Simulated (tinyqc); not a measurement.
Choosing the offset: vacuum evaporation: vapour pressure, source flux, thickness distribution, purity and step coverage. Computed by tinyqc, a small Python program. Command: `OMP_NUM_THREADS=1 python tinyqc.py 3113141 3113142 out.jsonl evap walk`. One thread of a shared host (Intel(R) Xeon(R) Processor @ 2.30GHz), about 0.01 s of CPU time with the checks.

Molecular flow, unit sticking of the metal, no re-evaporation. The background gas is taken as water vapour (18.015 g/mol, collision diameter 0.37 nm) at 300 K.

Inputs (values chosen for the exercise, modelled on gallium, with constants for the liquid): directionality n = 4; source-to-wafer distance h = 32 cm; wafer radius R = 2.5 cm.

Method. Rotating wafer, source offset by s and facing upwards: thickness at radius r is the mean over the angle a of (1 + (r^2 + s^2 - 2 r s cos a)/h^2)^(-(n + 3)/2), by 360 equal steps; non-uniformity (max - min)/(max + min) over 21 radii from 0 to R. The curvature at the centre vanishes at s/h = sqrt(2/(n + 3)).

Against the offset:
```
s/h,centre thickness,edge over centre,non-uniformity (%)
0.0,1.0000,0.9789,1.0648
0.2,0.8717,0.9832,0.8483
0.4,0.5948,0.9930,0.3524
0.5,0.4579,0.9982,0.0900
0.6,0.3409,1.0029,0.1447
0.7,0.2477,1.0068,0.3383
0.8,0.1770,1.0098,0.4869
0.9,0.1254,1.0119,0.5932
1.1,0.0623,1.0142,0.7035
```

The best row, s/h = 0.5, has 0.090 % against 1.1 % on the axis, at the price of a rate lower by a factor 2.18; the small-wafer optimum is sqrt(2/(n + 3)) = 0.53.

Extremes, crossings and ranges named in words are read from the listed rows.
